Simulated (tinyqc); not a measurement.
# Index ratio and exit index from two stacks

Question. A quarter-wave stack has T0 = 4 y/(1 + y)^2 with y = (ns/n0)(nL/nH)^(2 N), and y < 1 here. Find nH/nL and ns/n0.

T0 for N = 22 and 24 pairs (%): 1.667918153  1.017108480

Answer. sqrt(1 - T0) = |1 - y|/(1 + y) gives y for each stack; two more pairs multiply y by (nL/nH)^4.

nH/nL = 1.13
ns/n0 = 1.01

Computed by the program tinyqc: `OMP_NUM_THREADS=1 python tinyqc.py 2650126 2650127 out.jsonl`, one thread of a shared Intel Xeon 2.30GHz, about 0.01 s for the whole run.
